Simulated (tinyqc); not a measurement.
# Chip with leakage that grows with temperature, electro-thermal loop and runaway: what changes with what

One temperature T for the device, T = T0 + Rth P(T), with P(T) = Pd + Pl (T/300 K)^2 exp[(q Ea/kB)(1/(300 K) - 1/T)]. The loop gain is Rth dP/dT; a solution is thermally stable when it is below one.

Inputs (values chosen for the exercise):
- T0 = 300 K (ambient temperature)
- Pd = 3.5 W (temperature-independent switching power)
- Pl = 0.0315 W (leakage power at 300 K)
- Ea = 0.61 eV (activation energy of the leakage)
- Rth = 9.7 K/W (thermal resistance)

Constants: q = 1.602176634e-19 C, kB = 1.380649e-23 J/K. Results are converted to the units shown.

Each table varies one quantity; the others keep the values above.

## Effect of the leakage power at 300 K

P'(T) = (P - Pd)(2/T + q Ea/(kB T^2)), G = Rth P'. T is the lowest solution and Tu the next, unstable one.

Effect of the leakage power at 300 K:

| Pl (W) | T (K) | P (W) | G | Tu (K) |
|---|---|---|---|---|
| 0.0026 | 334.3 | 3.536 | 0.02444 | 442.2 |
| 0.0039 | 334.5 | 3.555 | 0.03709 | 429.6 |
| 0.0058 | 334.8 | 3.584 | 0.05614 | 417.5 |
| 0.0087 | 335.2 | 3.629 | 0.08661 | 405.5 |
| 0.013 | 335.9 | 3.703 | 0.1354 | 393.7 |
| 0.019 | 337.1 | 3.821 | 0.2126 | 382.5 |
| 0.029 | 339.6 | 4.082 | 0.3797 | 369.0 |

As Pl goes from 0.0026 to 0.029 W, T rises from 334.3 to 339.6 K, the power rises from 3.54 to 4.08 W and the loop gain rises from 0.0244 to 0.380. The gap between the stable and unstable solutions goes from 108 to 29.4 K. At Pl = 0.043 W no solution is left within 900 K of T0: thermal runaway.

## Effect of the ambient temperature

Same model as above.

Effect of the ambient temperature:

| T0 (K) | T (K) | P (W) | G | Tu (K) |
|---|---|---|---|---|
| 240 | 274.0 | 3.503 | 0.002753 | 389.3 |
| 252 | 286.0 | 3.509 | 0.008210 | 386.7 |
| 264 | 298.2 | 3.527 | 0.02262 | 383.6 |
| 276 | 310.7 | 3.576 | 0.05887 | 379.9 |
| 288 | 324.0 | 3.711 | 0.1506 | 374.8 |
| 300 | 340.4 | 4.169 | 0.4344 | 366.0 |

As T0 goes from 240 to 300 K, T rises from 274.0 to 340.4 K, the power rises from 3.50 to 4.17 W and the loop gain rises from 0.00275 to 0.434. The gap between the stable and unstable solutions goes from 115 to 25.6 K. At T0 = 312 K no solution is left within 900 K of T0: thermal runaway.

tinyqc, about 0.01 s, one thread, Intel Xeon 2.30GHz (shared host): `OMP_NUM_THREADS=1 python tinyqc.py 2520047 2520048 out.jsonl`
